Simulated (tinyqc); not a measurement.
What each parameter does: Wannier functions of a composite (isolated) pair of valence bands (bonds of an sp chain).

Each atom has a hybrid pointing left (<) and right (>). H(k): diagonal +V3 on A, -V3 on B; <A<|A>> = -V1a, <B<|B>> = -V1b, <A>|B<> = -V2, <B>|A<> = -V2p exp(ik); k in 1/a, Bloch sums with exp(ikR). The two lowest bands are filled. Trial functions in cell 0: g1 = cos(c) A> + sin(c) B<, and g2 = sin(c) B> + cos(c) A< of cell 1, whose Bloch vector has cos(c) exp(-ik) on A<. Projection A_mn = <psi_m|g_n>, S = A^+ A, Loewdin U = A S^(-1/2), Bloch-like states w_n = sum_m psi_m U_mn, H_W(k) = U^+ diag(E) U. P = sum_m |psi_m><psi_m| is free of phase choices, and S = g^+ P g, w = P g S^(-1/2).

Values chosen for the exercise: V2 = 4.36 eV (coupling in the bond A-B inside the cell); V2p = 2.91 eV (coupling in the bond to the next cell); V1a = 0.7 eV (coupling of the two hybrids on A); V1b = 1.72 eV (the same on B); V3 = 1.24 eV (A at +V3, B at -V3); c = 45 degrees (trial bonds cos(c) on A, sin(c) on B); xb = 0.46 a (position of B (A at 0)).

N = 12: centres, total spread (point-like hybrids at R and R + xb) and H_12(0).

Results for these values:

| case | centre 1 (a) | centre 2 (a) | total spread (a^2) | H_12(0) (eV) |
|---|---|---|---|---|
| base | 0.2931 | 0.6234 | 0.1188 | -1.1313 |

What happens to each result for V2p = 3.31 eV, all else kept?

Answer: centre 1 rises from 0.2931 to 0.2935; centre 2 rises from 0.6234 to 0.6346; total spread rises from 0.1188 to 0.1202; H_12(0) rises from -1.1313 to -1.1171.

The same for each parameter in turn:

| case | centre 1 (a) | centre 2 (a) | total spread (a^2) | H_12(0) (eV) |
|---|---|---|---|---|
| base | 0.2931 | 0.6234 | 0.1188 | -1.1313 |
| V2 = 4.76 eV | 0.2882 | 0.6232 | 0.1186 | -1.1213 |
| V2p = 3.31 eV | 0.2935 | 0.6346 | 0.1202 | -1.1171 |
| V1a = 0.9 eV | 0.2921 | 0.6242 | 0.1199 | -1.1282 |
| V1b = 1.92 eV | 0.2935 | 0.6229 | 0.1205 | -1.2611 |
| V3 = 1.64 eV | 0.3100 | 0.5975 | 0.1094 | -1.2073 |
| xb = 0.51 a | 0.3243 | 0.6576 | 0.1192 | -1.1313 |

tinyqc: `OMP_NUM_THREADS=1 python tinyqc.py 1451573 1451574 out.jsonl`; about 0.2 s, one thread, shared Intel(R) Xeon(R) Processor @ 2.30GHz.
